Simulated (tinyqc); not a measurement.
# Floating body of a partially depleted SOI transistor: body voltage and kink: output curve and kink

Source at 0 V. Channel current Ic = 2 nf K Vt^2 [F(0) - F(Vd)](1 + la Vd), F(V) = ln^2(1 + exp((Vg - VT - nf V)/(2 nf Vt))), VT = VT0 - gb Vb. Saturation voltage Vs = 2 Vt sqrt(F(0)) + 3 Vt, excess Ve = (Vd - Vs + sqrt((Vd - Vs)^2 + 0.0004 V^2))/2, multiplication M1 = Ai Ve exp(-Bl/Ve). Each junction passes D(v) = J1 (exp(v/Vt) - 1) + J2 (exp(v/(2 Vt)) - 1). Bipolar current Ib = bb J1 (exp(Vb/Vt) - 1). The body settles where M1 (Ic + Ib) = D(Vb) + D(Vb - Vd) + Vb/Rb; drain current Id = (1 + M1)(Ic + Ib) - D(Vb - Vd).

Rows with more than one solution for Vb (latch) are left out; dId/dVd by a forward difference over 1e-4 V, swing = 1e-4 V over the change of log10 Id; M1 under 1e-12 is printed as 0.

Inputs (values chosen for the exercise); values of the order met in partially depleted silicon-on-insulator transistors:
```
symbol    value         unit                                                                                            meaning
T           398            K                                                                                        temperature
VT0        0.49            V                                                                     threshold at zero body voltage
gb         0.19                                                                  fall of the threshold per volt of body voltage
nf         1.41                                                                                                    slope factor
K           180  uA/(V^2 um)                                                                              gain factor per width
la         0.07          1/V                                                                   channel-length modulation factor
Ai         3.27          1/V                                                                        impact-ionisation prefactor
Bl          4.7            V                                                                          impact-ionisation voltage
J1      3.8e-10        uA/um                                                      diffusion saturation current of each junction
J2       4.8e-7        uA/um                                                  recombination saturation current of each junction
bb            0                                                 gain of the lateral bipolar transistor on the diffusion current
Rb          1e9      kohm um  resistance of a weak body tie to the source (1e9 stands for no tie, and the term is then dropped)
Vg         0.78            V                                                                                       gate voltage
```

Constants: q = 1.602176634e-19 C, kB = 1.380649e-23 J/K, Vt = kB T/q. Results are converted to the units shown.

Output curve and kink:
```
Vd (V)  Vb (V)        M1  Id, floating (uA/um)  Id, grounded (uA/um)  ratio  dId/dVd, floating (uS/um)  dId/dVd, grounded (uS/um)
0.84    0.4605  6.694e-5                 9.730                 5.871  1.657                      10.69                     0.4142
1       0.5786  9.320e-4                 11.02                 5.946  1.853                      6.268                     0.5533
1.16    0.6456  0.005301                 11.89                 6.059  1.963                      4.940                     0.8952
1.32    0.6906   0.01790                 12.67                 6.245  2.028                      4.917                      1.460
1.48    0.7235   0.04398                 13.51                 6.536  2.067                      5.752                      2.213
1.64    0.7487   0.08804                 14.54                 6.960  2.089                      7.202                      3.102
1.8     0.7689    0.1532                 15.84                 7.533  2.102                      9.082                      4.076
```

Vb rises from 0.460 to 0.769 V and the ratio of the currents rises from 1.66 to 2.10. The output conductance with a floating body exceeds the grounded value by the largest factor among the rows, 25.8, at Vd = 0.84 V, where Vb = 0.460 V and M1 = 6.69e-5.

Range of the model: The multiplication law is an empirical form chosen for the exercise; self-heating and capacitive coupling to the body are left out, and the linear laws are rough once Vb passes about 0.7 V or M1 about 0.1.

Computed by the program tinyqc: `OMP_NUM_THREADS=1 python tinyqc.py 2182190 2182191 out.jsonl`, one thread of a shared Intel Xeon 2.30GHz, about 0.2 s for the whole run.
